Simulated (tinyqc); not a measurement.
What each parameter does: optical transitions of a finite quantum well.

Each carrier sees a square well of width L with its own depth V and masses m (inside), mb (outside); c = hbar^2/2m0, k = sqrt(m E/c), kappa = sqrt(mb (V - E)/c), and level n solves k L + 2 atan[(k/m)/(kappa/mb)] = n pi. The envelope is cos(kz) for odd n and sin(kz) for even n inside, joins exp(-kappa (|z| - L/2)) outside, and is normalised to 1. Excitons and band mixing are left out.

Constants: hbar^2/2m0 = 3.80998211 eV angstrom^2; hc = 1239.841984 eV nm.

Values chosen for the exercise (near those of a GaAs well in AlGaAs; the results hold for these values, not for the real material):
- L = 175 angstrom (well width)
- Eg = 1.49 eV (gap of the well)
- Vc = 0.17 eV (conduction offset)
- Vv = 0.094 eV (valence offset)
- me = 0.0653 m0 (electron, well)
- meb = 0.0844 m0 (electron, barrier)
- mh = 0.346 m0 (heavy hole along z, well)
- mhb = 0.387 m0 (heavy hole, barrier)
- ml = 0.0866 m0 (light hole along z, well)
- mlb = 0.1103 m0 (light hole, barrier)

Edge wavelength hc/(Eg + e1 + hh1), squared overlap of e1 and hh1, and the confinement energies.

One parameter was then changed.

Results before and after:
```
case     edge (nm)  overlap^2  e1 (meV)  hh1 (meV)
base         823.8     0.9918      12.2        2.8
changed      824.1     0.9904      11.8        2.8
```

Which of these changes was made? (a) me = 0.0718 m0; (b) mh = 0.294 m0; (c) Vv = 0.075 eV; (d) meb = 0.1013 m0; (e) Eg = 1.52 eV; (f) L = 193 angstrom; (g) Vc = 0.196 eV.

Answer: (d) meb = 0.1013 m0. Of the candidates, run in turn, only this one gives the changed row.

All candidates:
```
case              edge (nm)  overlap^2  e1 (meV)  hh1 (meV)
base                  823.8     0.9918      12.2        2.8
L = 193 angstrom      825.1     0.9930      10.4        2.3
Eg = 1.52 eV          807.7     0.9918      12.2        2.8
Vc = 0.196 eV         823.7     0.9941      12.5        2.8
Vv = 0.075 eV         823.9     0.9943      12.2        2.7
me = 0.0718 m0        824.2     0.9940      11.5        2.8
mh = 0.294 m0         823.6     0.9944      12.2        3.1
meb = 0.1013 m0       824.1     0.9904      11.8        2.8
```

Run: tinyqc, `OMP_NUM_THREADS=1 python tinyqc.py 1252602 1252603 out.jsonl`; Intel(R) Xeon(R) Processor @ 2.30GHz, one thread, shared host; about 0.05 s of CPU time with all checks.
